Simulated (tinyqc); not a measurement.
Worked calculation: tight binding, dimerised chain. One step of it, computed by the program tinyqc.

Question. Open chain of 3 cells. The same hoppings without the wrap-around bond.

H of the open chain (eV):
```
           1          2          3          4          5          6
1   0.000000  -1.290000   0.000000   0.000000   0.000000   0.000000
2  -1.290000   0.000000  -1.590000   0.000000   0.000000   0.000000
3   0.000000  -1.590000   0.000000  -1.290000   0.000000   0.000000
4   0.000000   0.000000  -1.290000   0.000000  -1.590000   0.000000
5   0.000000   0.000000   0.000000  -1.590000   0.000000  -1.290000
6   0.000000   0.000000   0.000000   0.000000  -1.290000   0.000000
```

Give: levels; weights of the highest filled level on the sites.

Answer.

levels (eV): -2.5890  -1.7680  -0.4690  0.4690  1.7680  2.5890

weights of the highest filled level on the sites: 0.3071  0.0406  0.1523  0.1523  0.0406  0.3071

The bulk gap runs from -0.3000 to 0.3000 eV; no level of this chain lies inside it.
